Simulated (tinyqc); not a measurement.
Valley splitting in a one-orbital chain of atomic planes (second-neighbour model), step by step. Values are carried at full precision from step to step, so a last printed digit may differ when a step is redone from the rounded ones.

Each (001) plane carries one orbital with energy e0, hopping v to the next plane and u to the second: E(phi) = e0 + 2 v cos(phi) + 2 u cos(2 phi), where phi = pi - k a/4 (the sign of every second orbital is chosen so that v > 0, which shifts the phase by pi). The minimum lies at cos(phi0) = -v/(4u), phi0 = pi - (pi/2) k0 for a valley at k0 (2 pi/a), and e0 puts it at zero. A slab of N planes has hard walls: the matrix simply ends.

Constants: hbar^2/2m0 = 3.80998211 eV angstrom^2.

Parameters, chosen for this exercise (near those of the Delta valleys of silicon; abrupt walls in this chain split the valleys several times more than measured wells; the results hold for these values, not for the real material): a = 5.422 angstrom (lattice constant; planes lie a/4 apart); k0 = 0.805 2 pi/a (position of the valley); ml = 0.936 m0 (longitudinal mass); N = 11 (planes in the small slab).

## Hoppings from the valley position and mass

The curvature at the minimum is d2E/dphi2 = 8 u sin^2(phi0) = (2c/ml)/(a/4)^2 with c = hbar^2/2m0; v = -4 u cos(phi0); e0 = 2u + v^2/(4u).

phi0 = 1.87710 rad
u = 0.60924 eV
v = 0.73484 eV
e0 = 1.44006 eV

## The bulk band

E at phi = j pi/10.

Band:
```
phi/pi  E (eV)
0.0     4.1282
0.1     3.8236
0.2     3.0056
0.3     1.9274
0.4     0.9084
0.5     0.2216
0.6     0.0001
0.7     0.1997
0.8     0.6276
0.9     1.0281
1.0     1.1889
```

## Hamiltonian of the slab

e0 on the diagonal, v and u on the first and second off-diagonals.

H (eV), lower triangle:
```
         1       2       3       4       5       6       7       8       9      10      11
1   1.4401
2   0.7348  1.4401
3   0.6092  0.7348  1.4401
4        0  0.6092  0.7348  1.4401
5        0       0  0.6092  0.7348  1.4401
6        0       0       0  0.6092  0.7348  1.4401
7        0       0       0       0  0.6092  0.7348  1.4401
8        0       0       0       0       0  0.6092  0.7348  1.4401
9        0       0       0       0       0       0  0.6092  0.7348  1.4401
10       0       0       0       0       0       0       0  0.6092  0.7348  1.4401
11       0       0       0       0       0       0       0       0  0.6092  0.7348  1.4401
```

## Levels and the valley doublet

Diagonalise H. The two lowest levels are the doublet made from the valleys at +k0 and -k0; give their splitting, the weights of the lowest state, and its parity under reversal of the planes.

levels (eV): 0.1154  0.1379  0.4517  0.4770  0.8484  0.9861  1.1296  1.7664  2.6094  3.3866  3.9321

splitting = 22.56 meV

weights on the planes: 0.048  0.016  0.106  0.160  0.024  0.293  0.024  0.160  0.106  0.016  0.048

parity of the lowest state: even

The mean of the doublet lies 0.1267 eV above the bulk minimum, and level 3 lies 0.3250 eV above that mean; the weights oscillate from plane to plane because the two valleys interfere.

## Checks

- Mean of the doublet for 400 planes against the effective-mass level with W = 402 a/4 (meV): both 0.1353.

Program tinyqc; command `OMP_NUM_THREADS=1 python tinyqc.py 1481887 1481888 out.jsonl`; about 0.01 s on one thread of a shared Intel(R) Xeon(R) Processor @ 2.30GHz.
